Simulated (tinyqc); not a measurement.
Longitudinal sound in a periodic multilayer: transfer matrices, stop bands and folded phonons: one step, computed by the program tinyqc. Command: `OMP_NUM_THREADS=1 python tinyqc.py 3026956 3026957 out.jsonl multilayer walk`. One thread of a shared host (Intel(R) Xeon(R) Processor @ 2.30GHz), about 0.01 s of CPU time with the checks.

Layers 1 and 2 repeat with period d = d_1 + d_2; waves travel normal to the layers, without loss. State vector (u, s): displacement u and stress divided by omega. Impedances Z = rho v are in 1e6 kg/(m^2 s).

Problem. Impedances, mean velocity and Bragg frequency. Z = rho v; interface reflection r = (Z_2 - Z_1)/(Z_2 + Z_1) (stress amplitude, from 1 into 2); Bragg frequency f_B = 1/[2 (d_1/v_1 + d_2/v_2)]; long-wave velocity v_eff = d/sqrt[(d_1/v_1)^2 + (d_2/v_2)^2 + (Z_1/Z_2 + Z_2/Z_1)(d_1/v_1)(d_2/v_2)].

Inputs (values chosen for the exercise, modelled on gallium arsenide (layer 1), aluminium arsenide (layer 2) and silicon (substrate)):
```
quantity            value    unit
density rho_1        5.22  g/cm^3
velocity v_1         4700     m/s
thickness d_1        21.7      nm
density rho_2         3.8  g/cm^3
velocity v_2         5710     m/s
thickness d_2        25.9      nm
substrate density    2.35  g/cm^3
substrate velocity   8290     m/s
```

Give: Z_1; Z_2; Z of the substrate; interface reflection r; Bragg frequency f_B; long-wave velocity v_eff.

Solution.

Z_1 = 24.534

Z_2 = 21.698

Z of the substrate = 19.4815

interface reflection r = -0.06134

Bragg frequency f_B = 54.63 GHz

long-wave velocity v_eff = 5191 m/s
